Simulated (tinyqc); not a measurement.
Kink density above f_c: Frenkel-Kontorova chain: a misfit dislocation (kink) in a monolayer on a periodic substrate. Computed by tinyqc, a small Python program. Command: `OMP_NUM_THREADS=1 python tinyqc.py 3001023 3001024 out.jsonl fkchain walk`. One thread of a shared host (Intel(R) Xeon(R) Processor @ 2.30GHz), about 0.03 s of CPU time with the checks.

E = sum_j [(k/2)(x_(j+1) - x_j - b)^2 + (W/2)(1 - cos(2 pi x_j/a))], x_j = a (j + u_j). A kink takes u from 0 to 1: the chain is stretched by one period and has one atom fewer than wells.

Inputs (values chosen for the exercise, for a model overlayer):
```
quantity              value           unit
spring constant k      1.19  eV/angstrom^2
substrate period a     3.57       angstrom
corrugation W          1.36             eV
misfit f = (b - a)/a   0.35              -
atomic mass M           150              u
```

Constants: nu for 1 eV/(angstrom^2 u) = 15.6333042 THz.

Method. l0 = sqrt(k a^2/(2 W)); kink u(j) = (2/pi) arctan exp(pi j/l0); kink energy at f = 0: E0 = (4/pi) W l0; with misfit E0 - k a^2 f; kinks become favourable at f_c = 2/(pi l0), and a coherent chain with free ends loses stability at f_m = 1/l0. Lowest vibration of the flat chain: nu0 = 15.6333042 THz x sqrt(2 pi^2 W/(a^2 M)). Frank and van der Merwe: the modulus q solves f = 2 E(q)/(pi l0 q), and the kinks per atom are pi/(2 l0 q K(q)), with the complete elliptic integrals K and E; strain left = f - density (for f above f_c = 2/(pi l0)).

critical misfit f_c = 0.269602

kink width l0 = 2.36133

Continuum ground state:
```
f             q  kinks per atom  strain left
0.2709  0.99904         0.14743      0.12347
0.2750  0.99528         0.17942      0.09558
0.2831  0.98667         0.20960      0.07350
0.2966  0.97069         0.24139      0.05521
0.3235  0.93625         0.28656      0.03694
0.3774  0.86553         0.35665      0.02075
0.4583  0.76736         0.44738      0.01092
0.5931  0.63533         0.58821      0.00489
```

What does the comparison show, and why?

0.48 % above f_c the density is already 0.54 of f: kinks repel only exponentially, so they flood in, as 1/|ln(f - f_c)|. At 2.2 f_c they take up 99.2 % of the misfit and the layer floats nearly free. Caution: a corrugation above 1 eV is larger than real overlayers usually show; it is chosen to keep the kink narrow. Caution: for l0 below about 3 the kink spans few atoms, and the continuum kink energy is off by about 2 per cent or more.
